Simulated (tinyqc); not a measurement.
Inside a calculation. Method: ROHF in the sto-6g basis, for H4+, spin multiplicity 2. One step of it, computed by the program tinyqc.

Task: Iteration 2: Roothaan effective Fock matrix. With projectors Pc = D(beta) S, Po = (D(alpha) - D(beta)) S, Pv = 1 - D(alpha) S, the block xy is Px^T F Py; with Fc = (F(alpha) + F(beta))/2, the blocks are Fc for cc, oo, vv and cv, F(beta) for co and F(alpha) for ov.

F(alpha) (hartree):
```
           1H 1s      2H 1s      3H 1s      4H 1s
1H 1s  -0.833432  -0.925270  -0.114961  -0.027482
2H 1s  -0.925270  -0.873756  -0.271859  -0.114961
3H 1s  -0.114961  -0.271859  -0.873756  -0.925270
4H 1s  -0.027482  -0.114961  -0.925270  -0.833432
```

F(beta) (hartree):
```
           1H 1s      2H 1s      3H 1s      4H 1s
1H 1s  -0.516171  -0.660421  -0.183345  -0.103442
2H 1s  -0.660421  -0.604355  -0.332523  -0.183345
3H 1s  -0.183345  -0.332523  -0.604355  -0.660421
4H 1s  -0.103442  -0.183345  -0.660421  -0.516171
```

D(alpha) after iteration 1:
```
           1H 1s      2H 1s      3H 1s      4H 1s
1H 1s   0.268846   0.297311  -0.039173  -0.069902
2H 1s   0.297311   0.334590   0.000355  -0.039173
3H 1s  -0.039173   0.000355   0.334590   0.297311
4H 1s  -0.069902  -0.039173   0.297311   0.268846
```

D(beta) after iteration 1:
```
          1H 1s     2H 1s     3H 1s     4H 1s
1H 1s  0.099472  0.129069  0.129069  0.099472
2H 1s  0.129069  0.167473  0.167473  0.129069
3H 1s  0.129069  0.167473  0.167473  0.129069
4H 1s  0.099472  0.129069  0.129069  0.099472
```

overlap S:
```
          1H 1s     2H 1s     3H 1s     4H 1s
1H 1s  1.000000  0.678722  0.072005  0.020847
2H 1s  0.678722  1.000000  0.222063  0.072005
3H 1s  0.072005  0.222063  1.000000  0.678722
4H 1s  0.020847  0.072005  0.678722  1.000000
```

Give: effective F.

Result:

effective F (hartree):
```
         1H 1s    2H 1s    3H 1s    4H 1s
1H 1s  -0.6706  -0.7931  -0.1489  -0.0697
2H 1s  -0.7931  -0.7428  -0.2985  -0.1489
3H 1s  -0.1489  -0.2985  -0.7428  -0.7931
4H 1s  -0.0697  -0.1489  -0.7931  -0.6706
```
